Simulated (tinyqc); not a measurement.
Minority-electron transport through the base of a bipolar transistor (Moll-Ross and Kroemer integrals): one step, computed by the program tinyqc.

Low injection, one dimension, x from the emitter edge (0) to the collector edge (W), s = x/W. Recombination is treated as a small correction (valid for tau_B well below tau_n), computed from the stored charge.

Question. Gain and speed. Emitter-limited gain beta_E = G_E/G_B; recombination-limited gain beta_R = tau_n/tau_B; 1/beta = 1/beta_E + 1/beta_R; f_T from the base alone = 1/(2 pi tau_B).

Inputs (values chosen for the exercise, modelled on silicon): electron lifetime tau_n = 8.3 ns; emitter Gummel number G_E = 1e+13 s/cm^4; temperature T = 300 K.

Base doping profile: Gaussian. Gap grading: linear. Exit of the base: saturation velocity.

base Gummel number G_B = 1.802817e+12 s/cm^4

base transit time tau_B = 2.655891 ps

Give: beta_E; beta_R; current gain beta; f_T from the base alone.

Answer.

beta_E = 5.5469

beta_R = 3125.1

current gain beta = 5.5370

f_T from the base alone = 59.925 GHz

The gain is limited mainly by hole injection into the emitter (100 % of the base current).
